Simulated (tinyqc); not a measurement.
Double-gate transistor, scale length and short-channel effects: effect of the channel length.

A body of thickness ts between two insulators of thickness ti and two tied gates. Below threshold the potential that source and drain add obeys Laplace's equation and vanishes on the gate. Its lowest mode decays along the channel as exp(-k y); k is the smallest positive root of the matching condition at the interface, and the scale length is Lambda = pi/k.

k is the smallest positive root of f(k) = ei cos(k ti) cos(k ts/2) - eps_r sin(k ti) sin(k ts/2). Along the channel psi(y) = s + a exp(y/l) + b exp(-y/l) with psi(0) = Vbi, psi(L) = Vbi + Vds and l = 1/k = Lambda/pi; with A = Vbi - s, B = A + Vds, x = exp(-L/l): a = (B - A x) x/(1 - x^2), b = (A - B x)/(1 - x^2). The minimum is s + 2 sqrt(a b), at y = (l/2) ln(b/a). The long-channel potential follows the gate as s = sT + (Vg - VTL)/m, and the threshold VT is the gate voltage at which the minimum equals sT. Swing = m Vt ln 10/g at threshold, g = d(minimum)/ds = 1 - (b x + a)/((1 + x) sqrt(a b)). DIBL = [VT(0.05 V) - VT(Vds)]/(Vds - 0.05 V). sT and Vbi are held fixed; m = 1.

Inputs (values chosen for the exercise); permittivities: semiconductor made up, insulator close to that of silicon dioxide:
```
symbol  value  unit                                     meaning
T         250     K                                 temperature
eps_r    11.6        relative permittivity of the semiconductor
ei       3.74            relative permittivity of the insulator
ti       0.89    nm                         insulator thickness
ts        6.8    nm                              body thickness
Vbi      0.89     V                     potential of the source
sT        0.7     V   potential of the barrier top at threshold
Vds       0.6     V                               drain voltage
```

Constants: q = 1.602176634e-19 C, kB = 1.380649e-23 J/K, Vt = kB T/q. Results are converted to the units shown.

The same in every row: Lambda (nm) = 11.61.

Results:

| L (nm) | L/Lambda | VT - VTL at Vds = 0.05 V (mV) | VT - VTL at Vds (mV) | DIBL (mV/V) | swing (mV/decade) |
|---|---|---|---|---|---|
| 13 | 1.120 | -107.6 | -207.8 | 182.2 | 79.50 |
| 18 | 1.550 | -44.98 | -84.73 | 72.26 | 62.40 |
| 22 | 1.895 | -24.20 | -44.94 | 37.72 | 56.57 |
| 26 | 2.239 | -13.47 | -24.79 | 20.58 | 53.51 |
| 31 | 2.670 | -6.646 | -12.15 | 10.00 | 51.55 |
| 37 | 3.186 | -2.901 | -5.282 | 4.328 | 50.46 |
| 44 | 3.789 | -1.116 | -2.028 | 1.658 | 49.93 |
| 52 | 4.478 | -0.3769 | -0.6842 | 0.5586 | 49.72 |

Estimate the missing row, L = 15 nm.

Computed row:

| L (nm) | L/Lambda | VT - VTL at Vds = 0.05 V (mV) | VT - VTL at Vds (mV) | DIBL (mV/V) | swing (mV/decade) |
|---|---|---|---|---|---|
| 15 | 1.292 | -74.52 | -142.3 | 123.3 | 70.53 |

With this row back in the table: From L = 13 to 52 nm, DIBL falls from 182 to 0.559 mV/V and the swing falls from 79.5 to 49.7 mV a decade (long-channel value 49.6). Between the last two rows the threshold shift at Vds decays with a length of 7.36 nm, against 2 Lambda/pi = 7.39 nm for a shift that goes as exp(-pi L/(2 Lambda)). DIBL first drops below 100 mV/V at L = 18 nm among the rows, L/Lambda = 1.6. For L = 13 to 15 nm L is under 1.5 Lambda, where higher modes, left out of the one-mode potential, count.

tinyqc, about 0.01 s, one thread, Intel Xeon 2.30GHz (shared host): `OMP_NUM_THREADS=1 python tinyqc.py 2420016 2420017 out.jsonl`
